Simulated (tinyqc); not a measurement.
Inputs raised by 5 %, one at a time: interdiffusion in a binary couple: Darken equations, Kirkendall shift and Boltzmann-Matano analysis. Computed by tinyqc, a small Python program. Command: `OMP_NUM_THREADS=1 python tinyqc.py 3002408 3002409 out.jsonl darken sens`. One thread of a shared host (Intel(R) Xeon(R) Processor @ 2.30GHz), about 0.1 s of CPU time with the checks.

x is the mole fraction of B; the molar volume is constant, and the two halves are long enough to count as infinite.

Inputs (values chosen for the exercise, for a model alloy A-B): tracer diffusivity D*_A(0) = 5.3e-13 m^2/s; tracer diffusivity D*_B(0) = 7e-13 m^2/s; slope k of ln D* with x = -2.3; regular-solution parameter W = -0.14 eV; temperature T = 1160 K; left composition x_L = 0.36; right composition x_R = 0.77; time t = 110000 s; composition x for the local step = 0.44.

Vacancy-wind correction: none.

Constants: k_B = 8.617333262e-05 eV/K.

Method:
- D*_i(x) = D*_i(0) exp(k x); thermodynamic factor Phi = 1 - 2 W x (1 - x)/(k_B T); intrinsic D_i = D*_i Phi; interdiffusion D~ = x D_A + (1 - x) D_B.
- With lambda = z/sqrt(t), the profile solves d/dlambda (D~ dx/dlambda) + (lambda/2) dx/dlambda = 0 with x = x_L and x_R far to the left and right; z = 0 is the original interface. It is solved as a boundary-value problem in y = lambda/sqrt(D~ at the mean composition) on -12 < y < 12 (collocation, tolerance 1e-8).
- Read from the profile: the position z(x), the area -int_(x_L)^x z dx and the slope.
- Lattice planes move with v = (D_B - D_A) dx/dz; markers from the original interface stay at one composition, where z_K = 2 t v.

Runs; columns: (1) input moved; (2) from; (3) to; (4) marker position z_K (um); (5) interdiffusion coefficient D~ at the local x (m^2/s); (6) slope dx/dz at the local x (1/um); (7) composition at the markers:
```
(1)                                     (2)        (3)    (4)        (5)        (6)     (7)
base run                                  -          -  11.45  3.841e-13  3.666e-04  0.5516
tracer diffusivity D*_A(0) (m^2/s)  5.3e-13  5.565e-13   9.55  3.913e-13  3.636e-04  0.5506
tracer diffusivity D*_B(0) (m^2/s)    7e-13   7.35e-13  13.63  3.961e-13  3.607e-04  0.5525
slope k of ln D* with x                -2.3     -2.415  11.10  3.652e-13  3.752e-04  0.5507
regular-solution parameter W (eV)     -0.14     -0.147  11.56  3.919e-13  3.629e-04  0.5515
time t (s)                           110000     115500  11.73  3.841e-13  3.578e-04  0.5516
```

Exponents ln(y'/y) / ln(x'/x); columns: (1) input; (2) marker position z_K; (3) interdiffusion coefficient D~ at the local x; (4) slope dx/dz at the local x; (5) composition at the markers:
```
(1)                              (2)     (3)     (4)     (5)
tracer diffusivity D*_A(0)    -3.720   0.379  -0.171  -0.035
tracer diffusivity D*_B(0)     3.578   0.633  -0.335   0.035
slope k of ln D* with x       -0.641  -1.037   0.475  -0.031
regular-solution parameter W   0.204   0.414  -0.209  -0.001
time t                         0.500   0.000  -0.500   0.000
```

To which inputs is each result most sensitive?

Among the inputs moved here: marker position z_K answers most in size to tracer diffusivity D*_A(0) (exponent -3.720), next to tracer diffusivity D*_B(0) (+3.578). Its exponent +0.500 in time t: markers move as sqrt(t). Interdiffusion coefficient D~ at the local x answers most in size to slope k of ln D* with x (exponent -1.037), next to tracer diffusivity D*_B(0) (+0.633); its exponent is below 0.0005 for time t. Slope dx/dz at the local x answers most in size to time t (exponent -0.500), next to slope k of ln D* with x (+0.475). Its exponent -0.500 in time t: the profile is a function of z/sqrt(t). Composition at the markers answers most in size to tracer diffusivity D*_A(0) (exponent -0.035), and about equally to tracer diffusivity D*_B(0) (+0.035); its exponent is below 0.0005 for time t. Its exponent 0.000 in time t: the marker composition is fixed.
